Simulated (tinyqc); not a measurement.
Stacked nanosheet transistor, parasitic resistance, capacitance and delay: two steps of the calculation.

Ns sheets share one contact on top; each has perimeter p = 2 (Ws + ts) and cross-section A = Ws ts; contact width Wc = Ws + 10 nm, stack height Hs = Ns pv. Sheet 1 is the top one. Contact length Lc = CPP - Lg - 2 Lsp, shared by two neighbouring gates. Source and drain sides are equal. The formulas are first-order estimates, not field solutions.

Values chosen for this exercise; values close to those of silicon logic devices:
```
symbol,value,unit,meaning
T,300,K,temperature
Ns,3,,number of sheets
Ws,50,nm,sheet width
ts,6,nm,sheet thickness
pv,18,nm,vertical pitch of the sheets
rv,85,ohm,vertical resistance between sheet levels
Lg,18,nm,gate length
Lsp,7,nm,spacer length
ks,7,,relative permittivity of the spacer
Hc,30,nm,gate height above the channel stack
Lov,0.5,nm,gate overlap
Cinv,3,uF/cm^2,inversion capacitance
vx,8.3e6,cm/s,injection velocity
mu,290,cm^2/(V s),apparent mobility
VT,0.25,V,threshold at zero drain voltage
dl,0.036,V/V,barrier lowering
n,1.12,,subthreshold factor
Cw,0.16,fF,wire load
Vdd,0.75,V,supply voltage
```

Constants: q = 1.602176634e-19 C, kB = 1.380649e-23 J/K, eps0 = 8.8541878128e-12 F/m, Vt = kB T/q. Results are converted to the units shown.

Problem 1. Capacitances. With N sheets: gate Cg = Cinv p N Lg; per side, plate Cp = ks eps0 [Wc (Hs + Hc) - N A]/Lsp, top fringe Cf = (2/pi) ks eps0 Wc ln(1 + Lg/(2 Lsp)), overlap Co = Cinv p N Lov. Cs = Cp + Cf + Co. An inverter of two such devices driving an equal one has the load CL = 2 (Cg + 2 Cs) + 4 Cs + Cw (its own drains counted twice for the Miller effect).

Find: Cg; Cp; Cf; Co; CL.

Solution 1.

Cg = 181.4 aF
Cp = 36.66 aF
Cf = 1.957 aF
Co = 5.040 aF
CL = 872.1 aF

The channel capacitance gives 41.6 % of CL, the parasitic parts 40.0 % and the wire 18.3 %.

Problem 2. Sheet currents at Vgs = Vdd, Vds = Vdd/2. One sheet: I = p Q vx u/(1 + |u|^1.8)^(1/1.8), Q = Cinv n Vt ln(1 + exp((Vg' - VT + dl Vd')/(n Vt))), u = Vd' mu/(vx Lg), Vg' = Vgs - v, Vd' = Vds - 2 v, with the drop on each side v_j = Rc sum I + rv (sum over levels k = 2..j of the current of sheets k..Ns) + Rx I_j. I(new) = I(out).

I after iteration 1 (uA): sheet 1 141.01922, sheet 2 141.01922, sheet 3 141.01922
Rc = 151.76742 ohm
Rx = 144.66667 ohm

Wanted: drop v; I(out); I after iteration 2.

Solution 2.

drop v (mV): sheet 1 84.61, sheet 2 108.6, sheet 3 120.6
I(out) (uA): sheet 1 112.8, sheet 2 103.3, sheet 3 97.78
I after iteration 2 (uA): sheet 1 112.8, sheet 2 103.3, sheet 3 97.78

Numbers from tinyqc (`OMP_NUM_THREADS=1 python tinyqc.py 2170038 2170039 out.jsonl`; about 0.06 s on one thread of a shared Intel Xeon 2.30GHz).
